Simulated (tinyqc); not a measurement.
Stretching all distances: RHF, UHF, MP2, CISD and CCSD against full CI in the sto-6g basis, for H2, spin multiplicity 1. Computed by the program tinyqc with PySCF. 

Geometry (angstrom):
```
atom       x       y       z
H     0.0000  0.0000  0.0000
H     0.0000  0.0000  0.6500
```

All coordinates are multiplied by the scale. c0^2 is the weight of the RHF determinant in the lowest singlet FCI state (UHF is spin-contaminated and may lie near states of higher spin) and n(LUMO) the first natural occupation beyond the occupied space.

Full CI energy (hartree) and errors against it (kcal/mol):
```
scale  distance 1-2 (angstrom)    E(FCI)     RHF     UHF     MP2   CISD   CCSD  <S^2> UHF   c0^2  n(LUMO)
0.940                    0.611  -1.12927   9.770   9.770   3.218  0.000  0.000      0.000  0.992    0.016
1.140                    0.741  -1.14593  12.934  12.934   4.656  0.000  0.000      0.000  0.987    0.025
1.340                    0.871  -1.13350  17.010  17.010   6.608  0.000  0.000      0.000  0.980    0.040
1.540                    1.001  -1.10866  22.189  22.189   9.197  0.000  0.000      0.000  0.969    0.062
1.740                    1.131  -1.07971  28.662  28.662  12.538  0.000  0.000      0.000  0.953    0.094
1.940                    1.261  -1.05110  36.577  32.375  16.704  0.000  0.000      0.318  0.931    0.138
2.140                    1.391  -1.02522  45.992  29.646  21.685  0.000  0.000      0.562  0.902    0.196
2.340                    1.521  -1.00332  56.824  24.312  27.332  0.000  0.000      0.718  0.867    0.266
2.540                    1.651  -0.98578  68.812  18.565  33.336  0.000  0.000      0.819  0.826    0.347
```

UHF parts from RHF first at scale 1.94 of those listed, where <S^2> leaves zero. The weight c0^2 goes from 0.99 to 0.83 and n(LUMO) from 0.02 to 0.35: static correlation grows as the bonds break into open-shell fragments. The spread of the error along the curve, which distorts its shape, is CISD 0.0, CCSD 0.0, UHF 22.6, MP2 30.1, RHF 59.0 kcal/mol. With two electrons CISD and CCSD are exact.
